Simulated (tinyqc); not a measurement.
Solubility, supersaturation, precipitation and gettering of an impurity in a silicon-like host: one step, computed by the program tinyqc.

The wafer was saturated at T1 and is then held at T.

Question. Ham's law for sinks of fixed radius. tau0 = 1/(4 pi n r0 D); C_fixed(t) = C_eq + (C0 - C_eq) exp(-t/tau0). If all excess precipitates, the final radius is r_f = [r0^3 + 3 (C0 - C_eq)/(4 pi n C_p)]^(1/3), with tau_f = 1/(4 pi n r_f D).

Inputs (values chosen for the exercise, modelled on chromium in silicon):
```
quantity                                   value    unit
temperature of saturation T1                1425       K
anneal temperature T                        1105       K
sink density n                           1.3e+08  1/cm^3
initial sink radius r0                        38      nm
impurity density in the precipitate C_p  2.7e+22  1/cm^3
anneal time t                               1700       s
```

D(T) = 1.053415e-07 cm^2/s

C_eq(T) = 1.127653e+12 1/cm^3

C0 = 8.717984e+14 1/cm^3

Give: tau0; C_fixed(t); final radius r_f; tau_f.

Answer.

tau0 = 1529 s

C_fixed(t) = 2.876e+14 1/cm^3

final radius r_f = 48.50 nm

tau_f = 1198 s

The sinks grow 1.3 times, so the fixed radius underrates the later rate.
